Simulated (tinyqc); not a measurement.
A double barrier with mass mismatch, transfer matrices: one step of the calculation.

One electron of energy E comes from the left lead (band edge 0); no transverse momentum. Parabolic bands, masses in units of m0, C = hbar^2/(2 m0); psi and psi'/m are continuous at every interface. Barrier d1, well Lw, barrier d2; the right lead equals the left one.

Problem. Product of the matrices. The matrix of the later layer stands to the left: M = M_n ... M_2 M_1; det M = 1.

M of layer 1:
```
,1,2
1,1.6932936,0.16935210
2,11.025805,1.6932936
```

M of layer 2:
```
,1,2
1,-0.40892362,0.063859216
2,-13.040897,-0.40892362
```

M of layer 3:
```
,1,2
1,1.6932936,0.16935210
2,11.025805,1.6932936
```

Wanted: M.

Solution.

M:
```
,1,2
1,-4.4834,-0.42544
2,-44.897,-4.4834
```

Range of the model: Masses are held fixed, although real bands cease to be parabolic a few tenths of an eV from their edges (inside a barrier too).

Computed by the program tinyqc: `OMP_NUM_THREADS=1 python tinyqc.py 2560126 2560127 out.jsonl`, one thread of a shared Intel Xeon 2.30GHz, about 0.1 s for the whole run.
